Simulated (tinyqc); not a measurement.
What each parameter does: hydrogenic donor in a hard-walled well (variational).

Trial function cos(pi z/L) exp(-r/lam), r measured from the donor at zi, walls at +/- L/2, one eps everywhere. Counted from the lowest subband, E(lam) = c/(m lam^2) - (q/eps) I0/I1, with I0 the integral of cos^2(pi z/L) exp(-2|z - zi|/lam) over the well and I1 the same with the factor (|z - zi| + lam/2); c = hbar^2/2m0, q = e^2/(4 pi eps0). The binding energy is -E at the minimum.

Constants: hbar^2/2m0 = 3.80998211 eV angstrom^2; e^2/(4 pi eps0) = 14.39964547 eV angstrom; Ry = 13.60569312 eV.

Parameters, chosen for this exercise (near those of GaAs; shifted at random, so the results belong to these values and not to a real crystal):
- m = 0.07 m0 (mass)
- eps = 12.8 (dielectric constant)
- L = 94 angstrom (well width)
- zi = 0 angstrom (position of the donor from the centre)

The minimum over lam; Ry* = Ry m/eps^2. Each row changes one parameter from the base and keeps the others.

Results:

| case | binding (meV) | lam (angstrom) | binding/Ry* |
|---|---|---|---|
| base | 13.21 | 78.0 | 2.273 |
| m = 0.084 m0 | 14.93 | 67.7 | 2.140 |
| eps = 11.5 | 15.81 | 71.8 | 2.195 |
| L = 122 angstrom | 12.11 | 82.7 | 2.084 |
| zi = 19 angstrom | 11.42 | 86.1 | 1.965 |

The largest shifts from the base row, up to three for each result and ties (the steps differ in size, so this ranks the rows, not the parameters). binding (meV): eps +2.59, zi -1.79, m +1.72. lam (angstrom): m -10.2, zi +8.2, eps -6.2. binding/Ry*: zi -0.308, L -0.189, m -0.133.

Program tinyqc; command `OMP_NUM_THREADS=1 python tinyqc.py 1250859 1250860 out.jsonl`; about 0.02 s on one thread of a shared Intel(R) Xeon(R) Processor @ 2.30GHz.
